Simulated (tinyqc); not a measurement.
## Drift exponent from two reads

Question. Ra = R0 (t/t0)^nu. Find nu, R0 and Ra after ten years (3.15576e8 s).

Values chosen for this exercise:
```
symbol  value  unit         meaning
t0      0.001     s  reference time
```

Ra at t = 0.01 and 3 s, both at 300 K (Mohm): [12.485119, 17.085762]

Answer. ln Ra is linear in ln t with slope nu.

nu = 0.05500
R0 = 11.00 Mohm
Ra after ten years = 47.19 Mohm

Numbers from tinyqc (`OMP_NUM_THREADS=1 python tinyqc.py 2880124 2880125 out.jsonl`; about 0.01 s on one thread of a shared Intel Xeon 2.30GHz).
